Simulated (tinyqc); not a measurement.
Gate voltage for a given inversion charge.

Question. p-type body, charge-sheet picture, depletion and inversion only, full ionisation (an idealisation for deep acceptors), Boltzmann statistics (rough once Na exp(x - xn) passes about Nc/7). In units of Vt: xg = (Vg - Vfb)/Vt, x = psi/Vt, G = gamma/sqrt(Vt), xn = (2 phiF + Vc)/Vt. The implicit equation is (xg - x)^2 = G^2 [x - 1 + exp(x - xn)] for x above about 3. Cox = eps0 eox/tox. ni = sqrt(Nc Nv) exp(-Eg/(2 Vt)), Eg in volts; phiF = Vt ln(Na/ni); gamma = sqrt(2 q eps0 eps_r Na)/Cox. N_inv = (Cox Vt G/q) [sqrt(x - 1 + exp(x - xn)) - sqrt(x - 1)]. Find x - xn, psi and Vg.

Values chosen for this exercise; band and dielectric values close to those of silicon:
- T = 300 K (temperature)
- Eg = 1.12 eV (band gap)
- eps_r = 11.8 (relative permittivity)
- Nc = 2.82e19 cm^-3 (conduction-band density of states at T)
- Nv = 2.67e19 cm^-3 (valence-band density of states at T)
- eox = 3.9 (relative permittivity of the gate insulator (close to silicon dioxide))
- tox = 12 nm (insulator thickness)
- Na = 1.9e17 cm^-3 (acceptor density)
- Vfb = -0.63 V (flat-band voltage)
- Vc = 0 V (channel-body voltage)

Constants: q = 1.602176634e-19 C, kB = 1.380649e-23 J/K, Vt = kB T/q, eps0 = 8.8541878128e-14 F/cm where lengths are in cm. Results are converted to the units shown.

N_inv = 1e11 cm^-2

Answer. N_inv rises steadily with x, so it fixes x; the implicit equation then gives xg directly.

x - xn = 1.56
psi = 0.903 V
Vg = 1.15 V

Computed by the program tinyqc: `OMP_NUM_THREADS=1 python tinyqc.py 2122142 2122143 out.jsonl`, one thread of a shared Intel Xeon 2.30GHz, about 0.01 s for the whole run.
